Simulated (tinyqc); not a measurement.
Metal gate on a two-layer dielectric stack with fixed charge and a dipole: one step of the calculation.

Gate, layer 2, layer 1, p-type semiconductor; x runs from the gate inwards. Charges are counted in units of +q. psi is the band bending at the surface, positive towards inversion. Classical charge, Boltzmann statistics, no interface traps.

Problem. Charge in the semiconductor. ni = sqrt(Nc Nv) exp(-Eg/(2 Vt)), Eg in volts. Qs = -sign(psi) sqrt(2 q eps0 eps_r Na Vt [exp(-u) + u - 1 + (ni/Na)^2 (exp(u) - u - 1)]), u = psi/Vt.

Parameters, values chosen for the exercise; band and dielectric values close to those of silicon, layer 1 close to silicon dioxide, layer 2 close to zirconium oxide:
- T = 250 K (temperature)
- Eg = 1.12 eV (band gap)
- eps_r = 11.8 (relative permittivity)
- Nc = 2.09e19 cm^-3 (conduction-band density of states at T)
- Nv = 1.98e19 cm^-3 (valence-band density of states at T)
- Na = 8.1e16 cm^-3 (acceptor density)
- ps = 0.357 V (band bending psi of the working point)

Constants: q = 1.602176634e-19 C, kB = 1.380649e-23 J/K, Vt = kB T/q, eps0 = 8.8541878128e-14 F/cm where lengths are in cm. Results are converted to the units shown.

Give: Qs.

Solution.

Qs = -0.095378 uC/cm^2

The surface is depleted or weakly inverted.

Program tinyqc, `OMP_NUM_THREADS=1 python tinyqc.py 2010146 2010147 out.jsonl`; Intel Xeon 2.30GHz, shared host, one thread, about 0.01 s.
